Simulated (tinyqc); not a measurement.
# Long-channel MOSFET, surface-potential model: what changes with what

n-channel transistor on a uniformly doped p-type body, gradual-channel approximation, constant mobility, Boltzmann statistics, full ionisation. Potentials are counted from the neutral body; V is the electron quasi-Fermi potential, Vsb at the source and Vsb + Vds at the drain. Charges are magnitudes per area.

Parameters, values chosen for the exercise; material values close to those of silicon:
```
symbol    value        unit                                      meaning
T           350           K                                  temperature
Eg         1.13          eV                                     band gap
eps_r      11.9               relative permittivity of the semiconductor
Nc      3.58e19       cm^-3       conduction-band density of states at T
Nv       3.4e19       cm^-3          valence-band density of states at T
Na       9.6e15       cm^-3                 acceptor density of the body
eox        9.39              relative permittivity of the gate insulator
tox          20          nm                          insulator thickness
Vfb       -0.52           V                            flat-band voltage
mu          620  cm^2/(V s)                             channel mobility
W             1          um                                   gate width
L             5          um                                  gate length
Vsb           0           V                     source-body reverse bias
Vgs        0.26           V                          gate-source voltage
Vds        0.05           V                         drain-source voltage
```

Constants: q = 1.602176634e-19 C, kB = 1.380649e-23 J/K, Vt = kB T/q, eps0 = 8.8541878128e-14 F/cm where lengths are in cm. Results are converted to the units shown.

Each table varies one quantity; the others keep the values above.

## Transfer curve from weak to strong inversion

ni = sqrt(Nc Nv) exp(-Eg/(2 Vt)), Eg in volts; phiF = Vt ln(Na/ni); Cox = eps0 eox/tox; gamma = sqrt(2 q eps0 eps_r Na)/Cox. The surface potential psi at channel potential V solves Vgs + Vsb - Vfb - psi = gamma sqrt(G), G = psi - Vt + Vt exp((psi - 2 phiF - V)/Vt). Charge sheet: Qi = Cox gamma [sqrt(G) - sqrt(psi - Vt)]; I = mu (W/L) [integral of Qi dpsi from psi_0 to psi_L (drift) + Vt (Qi0 - QiL) (diffusion)], with psi_0 at V = Vsb and psi_L at V = Vsb + Vds. Pao-Sah: Qi(V) = (Cox gamma/2) integral from 3 Vt to psi of exp((u - 2 phiF - V)/Vt)/sqrt(G(u, V)) du, and I = mu (W/L) integral of Qi dV from Vsb to Vsb + Vds. Square law: VT = Vfb + 2 phiF + gamma sqrt(2 phiF + Vsb), m = 1 + gamma/(2 sqrt(2 phiF + Vsb)), I = mu Cox (W/L) [(Vgs - VT) v - m v^2/2] with v the smaller of Vds and (Vgs - VT)/m, and zero below VT. gm = dI/dVgs of the charge-sheet current.

Transfer curve from weak to strong inversion:

| Vgs (V) | I, charge sheet (uA) | I, Pao-Sah (uA) | drift share (%) | gm/I (1/V) | I, square law (uA) |
|---|---|---|---|---|---|
| 0.02 | 8.878e-6 | 9.238e-6 | 0.01259 | 28.91 | 0 |
| 0.14 | 2.935e-4 | 3.029e-4 | 0.4183 | 29.29 | 0 |
| 0.27 | 0.01143 | 0.01191 | 13.59 | 25.05 | 0.04881 |
| 0.4 | 0.1165 | 0.1258 | 59.80 | 11.32 | 0.3820 |
| 0.52 | 0.3088 | 0.3330 | 79.64 | 5.878 | 0.6913 |
| 0.65 | 0.5623 | 0.5999 | 87.60 | 3.659 | 1.026 |
| 0.77 | 0.8172 | 0.8641 | 91.07 | 2.668 | 1.336 |
| 0.9 | 1.107 | 1.161 | 93.21 | 2.046 | 1.671 |
| 1.02 | 1.381 | 1.442 | 94.47 | 1.676 | 1.980 |

What does the table show?

The charge-sheet current rises from 8.88e-6 to 1.38 uA. In the first row gm/I is 28.9 1/V, a swing of 79.6 mV a decade, against Vt ln 10 = 69.4 mV a decade for an ideal gate; in the last it is 1.68 1/V. Drift passes half of the current at Vgs = 0.4 V among the rows listed (VT = 0.225 V). The charge sheet departs most from Pao-Sah at Vgs = 0.4 V, where it is 7.4 % below it. In the last row the square law is 37 % above Pao-Sah.

## Effect of the source-body reverse bias

VT = Vfb + 2 phiF + gamma sqrt(2 phiF + Vsb), m = 1 + gamma/(2 sqrt(2 phiF + Vsb)). The swing is 20 mV/log10[I(VT - 0.14 V)/I(VT - 0.16 V)] of the charge-sheet current at the given Vds.

The same in every row: gamma (V^0.5) = 0.1370.

Effect of the source-body reverse bias:

| Vsb (V) | VT (V) | m | swing (mV/decade) | I at Vgs, Vds (uA) |
|---|---|---|---|---|
| 0 | 0.2247 | 1.086 | 78.97 | 0.008858 |
| 0.5 | 0.2614 | 1.064 | 75.50 | 0.002410 |
| 1 | 0.2906 | 1.054 | 74.17 | 8.196e-4 |
| 1.5 | 0.3156 | 1.047 | 73.43 | 3.245e-4 |
| 2 | 0.3378 | 1.042 | 72.94 | 1.429e-4 |
| 2.5 | 0.3580 | 1.039 | 72.60 | 6.813e-5 |
| 3 | 0.3766 | 1.036 | 72.33 | 3.450e-5 |

As Vsb goes from 0 to 3 V, VT rises from 0.225 to 0.377 V, the swing falls from 79.0 to 72.3 mV a decade and the current falls from 0.00886 to 3.45e-5 uA. The swing is 4.7 % above m Vt ln 10 in the first row and 0.54 % above it in the last. The gate voltage is below VT in 6 of the 7 rows.

## Effect of the insulator thickness

Same model as above.

Effect of the insulator thickness:

| tox (nm) | gamma (V^0.5) | VT (V) | m | swing (mV/decade) | I at Vgs, Vds (uA) |
|---|---|---|---|---|---|
| 6.7 | 0.04588 | 0.1521 | 1.029 | 74.25 | 0.06195 |
| 9 | 0.06163 | 0.1646 | 1.039 | 75.07 | 0.04404 |
| 12 | 0.08217 | 0.1810 | 1.052 | 76.14 | 0.02844 |
| 16 | 0.1096 | 0.2028 | 1.069 | 77.56 | 0.01590 |
| 22 | 0.1506 | 0.2356 | 1.094 | 79.68 | 0.006605 |
| 30 | 0.2054 | 0.2792 | 1.129 | 82.49 | 0.002055 |
| 40 | 0.2739 | 0.3338 | 1.172 | 85.98 | 5.043e-4 |

What does the table show?

As tox goes from 6.7 to 40 nm, VT rises from 0.152 to 0.334 V, the swing rises from 74.2 to 86.0 mV a decade and the current falls from 0.0620 to 5.04e-4 uA. The swing is 3.9 % above m Vt ln 10 in the first row and 5.6 % above it in the last. The gate voltage is below VT in 2 of the 7 rows.

tinyqc, about 0.04 s, one thread, Intel Xeon 2.30GHz (shared host): `OMP_NUM_THREADS=1 python tinyqc.py 2360095 2360096 out.jsonl`
